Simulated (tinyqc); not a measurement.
# Input admittance of a MOSFET at zero drain bias: distributed channel and distributed gate: two studies

Source and drain grounded, strong inversion, w = 2 pi f, Cox = eps0 eox/tox. The channel is an RC line of resistance 1/(mu Cox Vo) per square fed from both ends, so one finger has the intrinsic admittance y = i w Cox L tanh(g)/g per width, g = (1/2) sqrt(i w tau), tau = L^2/(mu Vo). The vertical resistance rv/L is in series with y, the overlaps 2 i w Cov in parallel: y_t = 1/(1/y + rv/L) + 2 i w Cov. The gate strip is a line of Rsh/L per length loaded by y_t, so a finger has Y = y_t Wf tanh(k)/k, k = (Wf/sd) sqrt(y_t Rsh/L); the device has Nf Y.

Parameters, values chosen for the exercise; values of the order met in silicon radio-frequency transistors: relative permittivity of the gate insulator (close to silicon dioxide) eox = 3.9; insulator thickness tox = 2.4 nm; channel length L = 1.4 um; finger width Wf = 9.4 um; number of fingers Nf = 8; channel mobility mu = 240 cm^2/(V s); gate overdrive Vo = 0.8 V; sheet resistance of the gate Rsh = 21 ohm/square; vertical resistivity of the gate stack rv = 0 ohm um^2; number of ends at which a finger is contacted sd = 2; overlap and fringe capacitance on each side Cov = 0.23 fF/um; frequency f = 8.2 GHz.

Constants: eps0 = 8.8541878128e-14 F/cm where lengths are in cm. Results are converted to the units shown.

Each table varies one quantity; the others keep the values above.

## Input impedance against frequency

Low-frequency limits, with c = Cox L and ct = c + 2 Cov: R_strip = Rsh Wf/(3 sd^2 L Nf), R_ch = (c/ct)^2 L/(12 mu Cox Vo Wf Nf), R_vert = (c/ct)^2 rv/(L Wf Nf), C = ct Wf Nf. Z = 1/(Nf Y) = R + 1/(i w C), Q = |Im Z|/R, far-point signal |1/cosh k|.

The same in every row: low-frequency R (ohm) = 6.837.

Results:
```
f (GHz),w tau,|k|,R (ohm),C (fF),Q,signal at the far point
0.08,0.05131,0.05858,6.837,1549,187.8,1.000
0.2,0.1283,0.09262,6.837,1549,75.13,0.9999
0.6,0.3848,0.1604,6.836,1549,25.05,0.9995
2,1.283,0.2917,6.832,1545,7.538,0.9950
4,2.566,0.4079,6.817,1533,3.807,0.9813
10,6.414,0.6034,6.721,1457,1.625,0.9184
30,19.24,0.8052,6.061,1058,0.8271,0.8026
200,128.3,1.274,3.117,366.0,0.6976,0.5994
```

Estimate the missing row, f = 90 GHz.

Computed row:
```
f (GHz),w tau,|k|,R (ohm),C (fF),Q,signal at the far point
90,57.73,1.025,4.211,555.9,0.7555,0.7068
```

With this row back in the table: R falls from 6.84 to 3.12 ohm and C falls from 1550 to 366 fF. Q goes as f^(-1.00) between the first two rows and f^(-0.10) between the last two, where w tau = 128 and |k| = 1.27. The low-frequency limits hold both R and C within 5 % up to f = 4 GHz among the rows.

## Effect of the gate overdrive

Same model as above.

Effect of the gate overdrive:
```
Vo (V),w tau,|k|,R (ohm),low-frequency R (ohm),C (fF),Q,signal at the far point
0.2,21.04,0.4095,19.56,22.94,1018,0.9744,0.9438
0.35,12.02,0.4824,12.98,13.74,1290,1.159,0.9308
0.5,8.415,0.5228,9.775,10.06,1403,1.415,0.9296
0.65,6.473,0.5457,7.938,8.076,1457,1.679,0.9331
0.8,5.260,0.5595,6.757,6.837,1485,1.934,0.9379
0.95,4.429,0.5682,5.938,5.989,1502,2.176,0.9426
1.1,3.825,0.5740,5.336,5.373,1513,2.405,0.9468
1.25,3.366,0.5780,4.877,4.904,1520,2.619,0.9506
```

As Vo goes from 0.2 to 1.25, R falls from 19.6 to 4.88 ohm, C rises from 1020 to 1520 fF and Q rises from 0.974 to 2.62. Only the channel term depends on Vo.

tinyqc, about 0.01 s, one thread, Intel Xeon 2.30GHz (shared host): `OMP_NUM_THREADS=1 python tinyqc.py 2262105 2262106 out.jsonl`
